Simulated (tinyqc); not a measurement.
Mirror strength against the number of periods: longitudinal sound in a periodic multilayer: transfer matrices, stop bands and folded phonons. Computed by tinyqc, a small Python program. Command: `OMP_NUM_THREADS=1 python tinyqc.py 3008017 3008018 out.jsonl multilayer walk`. One thread of a shared host (Intel(R) Xeon(R) Processor @ 2.30GHz), about 0.01 s of CPU time with the checks.

Layers 1 and 2 repeat with period d = d_1 + d_2; waves travel normal to the layers, without loss. State vector (u, s): displacement u and stress divided by omega. Impedances Z = rho v are in 1e6 kg/(m^2 s).

Inputs (values chosen for the exercise, modelled on copper (layer 1), tantalum (layer 2) and silica (substrate)):
```
quantity            value    unit
density rho_1        9.08  g/cm^3
velocity v_1         4830     m/s
thickness d_1         199      nm
density rho_2        16.3  g/cm^3
velocity v_2         4170     m/s
thickness d_2         173      nm
substrate density    2.22  g/cm^3
substrate velocity   5970     m/s
frequency f          6.95     GHz
```

Method:
- Z = rho v; interface reflection r = (Z_2 - Z_1)/(Z_2 + Z_1) (stress amplitude, from 1 into 2); Bragg frequency f_B = 1/[2 (d_1/v_1 + d_2/v_2)]; long-wave velocity v_eff = d/sqrt[(d_1/v_1)^2 + (d_2/v_2)^2 + (Z_1/Z_2 + Z_2/Z_1)(d_1/v_1)(d_2/v_2)].
- A layer maps (u, s) by [[cos p, sin p/Z], [-Z sin p, cos p]], p = 2 pi f d_i/v_i; one period is M = M_2 M_1, and cos(q d) = trace(M)/2.
- For N periods A = M^N. A wave comes from a thick layer of material 1 and leaves into the substrate (Z_s): transmitted power T = 4 Z_1 Z_s/|Z_1 A_22 + Z_s A_11 - i (Z_1 Z_s A_12 - A_21)|^2, reflected power R = 1 - T.

Bragg frequency f_B = 6.04685 GHz

Z_2 = 67.971

Z_1 = 43.8564

Z of the substrate = 13.2534

trace(M)/2 = -0.984183

Transmitted power:
```
N     T at f_B  T at f_B (dB)    T at f
1      0.39705        -4.0115   0.40732
2      0.18917        -7.2314   0.23732
3     0.083539        -10.781   0.15485
4     0.035662        -14.478   0.11229
6    0.0062739        -22.025  0.075774
8    0.0010902        -29.625  0.066665
12  3.2767e-05        -44.846   0.10786
16  9.8433e-07        -60.069   0.66262
24  8.8825e-10        -90.515  0.072722
```

What follows from these numbers?

At f_B each further period removes 3.81 dB at large N, which is 20 log10 of the impedance ratio, 3.81 dB, as for a quarter-wave stack; 99 % reflection needs N = 6 among these rows. Values below about 1e-6 belong to the ideal stack: roughness and scattering into other modes, left out here, set a floor in a real one.
